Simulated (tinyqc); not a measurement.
Spin coating of a resist or spin-on film: centrifugal thinning, evaporation and the final thickness (Emslie and Meyerhofer models). From dry film back to evaporation rate at 1000 rpm e0. Computed by tinyqc, a small Python program. Command: `OMP_NUM_THREADS=1 python tinyqc.py 3110395 3110396 out.jsonl spincoat inv`. One thread of a shared host (Intel(R) Xeon(R) Processor @ 2.30GHz), about 0.3 s of CPU time with the checks.

A Newtonian film stays uniform over the wafer; solvent and solids have the same density and the concentration is uniform through the thickness.

Inputs (values chosen for the exercise, of the order of those of a polymer resist in an ester solvent):

| quantity | value | unit |
|---|---|---|
| solids volume fraction c0 | 0.089 | - |
| kinematic viscosity of the solvent nu_s | 1.8 | mm^2/s |
| viscosity constant k | 630 | mm^2/s |
| viscosity exponent gamma | 3.5 | - |
| spin speed f | 2000 | rpm |
| starting thickness h0 | 100 | micrometre |
| shrinkage in the bake | 15 | % |

Method:
- omega = 2 pi f/60; nu(c) = nu_s + k c^gamma; evaporation rate e = e0 sqrt(f/1000 rpm).
- Full model for solids s and liquid l per area, h = s + l, c = s/h: ds/dt = -c Q, dl/dt = -(1 - c) Q - e, Q = 2 omega^2 h^3/(3 nu(c)); integrated adaptively (relative tolerance 1e-9) until l = 0.
- Dry film = s at l = 0, before the bake; film after the bake = s x (1 - shrinkage).

Question. A run gave the result below. Find the evaporation rate at 1000 rpm e0, known to lie between 0.34 and 0.7 micrometre/s.

dry film = 308.4987 nm

Answer.

Each step takes the trial c = (a f_b - b f_a)/(f_b - f_a), f being the result less the target and a, b, c the logarithms of the listed values; c replaces end b, the old b replaces a if the sign of f changed, and otherwise f_a is halved.

Scan of the range:

| evaporation rate at 1000 rpm e0 (micrometre/s) | dry film (nm) |
|---|---|
| 0.340 | 299.763 |
| 0.383 | 311.902 |
| 0.433 | 324.923 |
| 0.488 | 338.135 |
| 0.550 | 351.887 |
| 0.621 | 366.419 |
| 0.700 | 381.340 |

False position (Illinois rule, in the logarithm of the input) inside the bracket:

| step | end a | end b | trial | dry film (nm) |
|---|---|---|---|---|
| 1 | 0.340000 | 0.383000 | 0.370424 | 308.450 |
| 2 | 0.383000 | 0.370424 | 0.370599 | 308.498 |
| 3 | 0.383000 | 0.370599 | 0.370601 | 308.499 |
| 4 | 0.370599 | 0.370601 | 0.370600 | 308.499 |

dry film rises at every point of a 13-point scan of the range (every second point is shown), so one value fits; it is bracketed by 0.340 and 0.383. Answer: evaporation rate at 1000 rpm e0 = 0.3706 micrometre/s.
